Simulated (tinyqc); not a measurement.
Inside a calculation: ellipsoidal valleys in the axes of a wafer and a channel. Values are carried at full precision from step to step, so a last printed digit may differ when a step is redone from the rounded ones.

Valleys with axes a along [111], [1-1-1], [-11-1] and [-1-11], one whole valley each; inverse mass tensor w = 1/mt + (1/ml - 1/mt) a a. Device axes: z = nz/|nz|, x = nx/|nx|, y = z cross x; in them a = (ax, ay, az). Confinement mass mz = 1/w_zz. In the plane w_ij is replaced by u_ij = w_ij - w_iz w_jz/w_zz (i, j = x, y); density-of-states mass md = 1/sqrt(det u); conductivity mass along x mc = 1/u_xx; ballistic transport mass mx = u_yy/det u, width mass my = 1/u_yy.

Constants: hbar^2/2m0 = 3.80998211 eV angstrom^2; kB = 8.617333262e-05 eV/K.

Inputs chosen for the exercise (near those of the L valleys of GaAs; not measured data):
- ml = 1.927 m0 (longitudinal mass)
- mt = 0.077 m0 (transverse mass)
- nz = (0, 0, 1) (surface normal (confinement))
- nx = (1, 0, 0) (channel direction)
- t = 3.9 nm (thickness of the film)
- T = 300 K (temperature)

## Device axes and valley axes

Give the rows x, y, z in cubic components and each valley axis in device components.

device axes, rows x, y, z; columns [100], [010], [001]:
$$\begin{pmatrix}
1.0000 & 0.0000 & 0.0000 \\
0.0000 & 1.0000 & 0.0000 \\
0.0000 & 0.0000 & 1.0000
\end{pmatrix}$$

valley axes, rows [111], [1-1-1], [-11-1], [-1-11]; columns ax, ay, az:
$$\begin{pmatrix}
0.57735 & 0.57735 & 0.57735 \\
0.57735 & -0.57735 & -0.57735 \\
-0.57735 & 0.57735 & -0.57735 \\
-0.57735 & -0.57735 & 0.57735
\end{pmatrix}$$

## Tensors of the valley [1-1-1]

Form w and the reduced tensor u.

w (1/m0), rows x, y, z and columns alike:
$$\begin{pmatrix}
8.8310 & 4.1560 & 4.1560 \\
4.1560 & 8.8310 & -4.1560 \\
4.1560 & -4.1560 & 8.8310
\end{pmatrix}$$

u (1/m0), rows x, y and columns alike:
$$\begin{pmatrix}
6.8751 & 6.1119 \\
6.1119 & 6.8751
\end{pmatrix}$$

The axis is tilted against the normal, so w_xz or w_yz is not zero and the reduction changes the masses in the plane.

## Masses of all valleys

Give mz, md, mc, mx and my.

Masses (m0):
```
valley       mz      md      mc      mx      my
[111]    0.1132  0.3176  0.1455  0.6937  0.1455
[1-1-1]  0.1132  0.3176  0.1455  0.6937  0.1455
[-11-1]  0.1132  0.3176  0.1455  0.6937  0.1455
[-1-11]  0.1132  0.3176  0.1455  0.6937  0.1455
```

mz md^2 = ml mt^2 = 0.01143 for every valley, so a heavy confinement mass comes with a small density of states. On this face all axes make the same angle with the normal.

## Subbands and shares in a film

Hard walls: E_n = c (n pi/t)^2/mz, c = hbar^2/2m0, n = 1, 2, 3. Non-degenerate share of a valley proportional to md sum_n exp(-E_n/kT); mean 1/mc = sum of share/mc. 1 nm = 10 angstrom.

Give the ladders, the shares and the mean conductivity mass.

Subbands:
```
valley   E1 (meV)  E2 (meV)  E3 (meV)  share
[111]       218.3     873.3    1964.9  0.250
[1-1-1]     218.3     873.3    1964.9  0.250
[-11-1]     218.3     873.3    1964.9  0.250
[-1-11]     218.3     873.3    1964.9  0.250
```

mean mc = 0.1455 m0

The lowest ladder ([111], [1-1-1], [-11-1] and [-1-11]) holds 100 % of the electrons in these valleys: all valleys have the same mz and md on this face, though not always the same mc.

## Checks

- mz md^2 against ml mt^2: they agree to 1e-10 or better.
- mx my against md^2: they agree to 1e-10 or better.

tinyqc: `OMP_NUM_THREADS=1 python tinyqc.py 1880161 1880162 out.jsonl`; about 0.01 s, one thread, shared Intel(R) Xeon(R) Processor @ 2.30GHz.
